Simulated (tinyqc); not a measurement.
## Undoped symmetric double-gate MOSFET, analytic potential model: output curve

An undoped body of thickness ts between two equal insulators and tied gates; long channel, electrons only, n = ni exp((psi - V)/Vt) with V the quasi-Fermi potential (0 at the source, Vd at the drain), constant mobility, no quantisation. Across the body psi(x) = V - 2 Vt ln[(ts/(2 beta)) sqrt(q ni/(2 eps0 eps_r Vt)) cos(2 beta x/ts)], x from the centre. Q is the electron charge per area of the whole body.

ni = sqrt(Nc Nv) exp(-Eg/(2 Vt)), Eg in volts; r = eps_r tox/(eox ts); V0 = dphi + 2 Vt ln[(2/ts) sqrt(2 eps0 eps_r Vt/(q ni))]. beta (between 0 and pi/2) solves (Vg - V0 - V)/(2 Vt) = ln(beta) - ln(cos beta) + 2 r beta tan(beta). Q = 8 eps0 eps_r Vt beta tan(beta)/ts; I = mu (1/L)(4 eps0 eps_r/ts)(2 Vt)^2 [g(beta_s) - g(beta_d)] per width, g = beta tan(beta) - beta^2/2 + r beta^2 tan^2(beta), with beta_s at V = 0 and beta_d at V = Vd.

Parameters, values chosen for the exercise; material values those of a made-up semiconductor: temperature T = 300 K; band gap Eg = 0.792 eV; relative permittivity of the semiconductor eps_r = 14.4; conduction-band density of states at T Nc = 1.16e19 cm^-3; valence-band density of states at T Nv = 7e18 cm^-3; relative permittivity of the gate insulator eox = 9.4; insulator thickness tox = 4.4 nm; body thickness ts = 6 nm; gate work function less that of the intrinsic body dphi = 0.05 V; channel mobility mu = 170 cm^2/(V s); gate length L = 1 um; gate voltage Vg = 0.73 V.

Constants: q = 1.602176634e-19 C, kB = 1.380649e-23 J/K, Vt = kB T/q, eps0 = 8.8541878128e-14 F/cm where lengths are in cm. Results are converted to the units shown.

Results:
```
Vd (V)	Qd (nC/cm^2)	Qd/Qs	I (uA/um)
0.06	773.93	0.80210	8.8633
0.11	619.62	0.64217	14.782
0.16	471.26	0.48841	19.414
0.22	304.68	0.31577	23.358
0.27	181.18	0.18777	25.410
0.38	17.258	0.017886	26.959
0.43	2.9506	0.0030579	27.029
0.48	0.43928	4.5527e-4	27.040
```

Estimate the missing row, Vd = 0.32 V.

Computed row:
```
Vd (V)	Qd (nC/cm^2)	Qd/Qs	I (uA/um)
0.32	82.277	0.085271	26.507
```

With this row back in the table: The current rises from 8.86 to 27.0 uA/um, while the charge at the drain end falls from 0.80 to 4.6e-4 of that at the source. The current first comes within 1 % of its last value at Vd = 0.38 V among the rows. Over the last rows Qd falls by a factor of e for each Vt of drain voltage: the drain end is in weak inversion. In every row the surface density at the source passes 0.3 Nc, where Boltzmann statistics fail. In every row the body is thin enough for quantum confinement, left out here, to raise the threshold.

tinyqc, about 0.01 s, one thread, Intel Xeon 2.30GHz (shared host): `OMP_NUM_THREADS=1 python tinyqc.py 2440079 2440080 out.jsonl`
